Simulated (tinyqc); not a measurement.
What each parameter does: shallow donor in an anisotropic valley (effective-mass theory).

One valley: H = -c [(d2/dx2 + d2/dy2)/mt + (d2/dz2)/ml] - q/(eps r), c = hbar^2/2m0, q = e^2/(4 pi eps0). Trial function exp(-sqrt((x^2 + y^2)/a^2 + z^2/b^2)) with a > b: T = (c/3)(2/(mt a^2) + 1/(ml b^2)), V = -(q/eps) atan(u/b)/u, u = sqrt(a^2 - b^2). The central cell of the impurity is left out.

Constants: hbar^2/2m0 = 3.80998211 eV angstrom^2; e^2/(4 pi eps0) = 14.39964547 eV angstrom.

Inputs chosen for the exercise (out of a larger set: near those of Ge; not measured data):
- ml = 1.603 m0 (longitudinal mass)
- mt = 0.081 m0 (transverse mass)
- eps = 14.9 (dielectric constant)

The minimum of the trial energy.

One parameter was then changed.

Results before and after:
```
case,E (meV),a (angstrom),b (angstrom),b/a
base,-10.35,60.37,21.27,0.352
changed,-12.80,54.30,19.13,0.352
```

Which of these changes was made? (a) ml = 2.004 m0; (b) mt = 0.073 m0; (c) eps = 13.4.
Answer: (c) eps = 13.4. Of the candidates, run in turn, only this one gives the changed row.

All candidates:
```
case,E (meV),a (angstrom),b (angstrom),b/a
base,-10.35,60.37,21.27,0.352
ml = 2.004 m0,-10.74,58.94,19.23,0.326
mt = 0.073 m0,-9.50,66.23,22.51,0.340
eps = 13.4,-12.80,54.30,19.13,0.352
```

eps only rescales the solution (E as 1/eps^2, lengths as eps), so b/a depends on ml/mt alone.

Run: tinyqc, `OMP_NUM_THREADS=1 python tinyqc.py 1282620 1282621 out.jsonl`; Intel(R) Xeon(R) Processor @ 2.30GHz, one thread, shared host; about 0.01 s of CPU time with all checks.
